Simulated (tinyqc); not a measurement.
Inside a calculation. Method: lattice vibrations of a chain. One step of it, computed by the program tinyqc.

Task: Dynamical matrix at q = 0.29. q is in units of 2 pi/a. A spring k from atom i to atom j, n cells on, adds k to Phi_ii and Phi_jj, -k exp(2 pi i q n) to Phi_ij and the conjugate to Phi_ji (for one atom a cell: 2k (1 - cos 2 pi q n)); D_ij = Phi_ij / sqrt(m_i m_j).

A chain moving along its axis:

| atom | mass (u) | spring to the next atom (eV/angstrom^2) |
|---|---|---|
| 1 | 80.800000 | 23.300000 |
| 2 | 19.700000 | 8.400000 |
| 3 | 57.500000 | 16.600000 |

Give: D(q).

Result:

D(q) (eV/(angstrom^2 u)):
```
                1        2               3
1          0.4938  -0.5840  0.0606+0.2359i
2         -0.5840   1.6091         -0.2496
3  0.0606-0.2359i  -0.2496          0.4348
```
